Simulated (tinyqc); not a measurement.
RHF in the sto-6g basis, for H3-, spin multiplicity 1, step by step. The basis has no diffuse functions, so it cannot describe the extra electron: this is an exercise in the method, not the real anion. One step of it, computed by the program tinyqc.

Question. Iteration 9 (converged): orbitals. Diagonalise F' = X^T F X, C = X C', fill 2 alpha and 2 beta electrons from the bottom; D = 2 C_occ C_occ^T. Each column has its largest component positive (the first on a tie).

converged F (hartree):
```
           1H 1s      2H 1s      3H 1s
1H 1s   0.139979  -0.212273  -0.212273
2H 1s  -0.212273   0.131604  -0.020744
3H 1s  -0.212273  -0.020744   0.131604
```

X:
```
           1H 1s      2H 1s      3H 1s
1H 1s   1.113647  -0.205939  -0.205939
2H 1s  -0.205939   1.055458   0.029019
3H 1s  -0.205939   0.029019   1.055458
```

Give: F' = X^T F X; orbital energies; coefficients C; D after iteration 9.

Answer.

F' = X^T F X (hartree):
```
         1        2        3
1   0.3777  -0.3312  -0.3312
2  -0.3312   0.2462   0.0857
3  -0.3312   0.0857   0.2462
```

orbital energies (hartree): MO1 -0.1142, MO2 0.1605, MO3 0.8238

coefficients C:
```
          MO1      MO2      MO3
1H 1s  0.5571   0.0000   1.0073
2H 1s  0.4133   0.7258  -0.6780
3H 1s  0.4133  -0.7258  -0.6780
```

D after iteration 9:
```
        1H 1s    2H 1s    3H 1s
1H 1s  0.6206   0.4605   0.4605
2H 1s  0.4605   1.3952  -0.7119
3H 1s  0.4605  -0.7119   1.3952
```
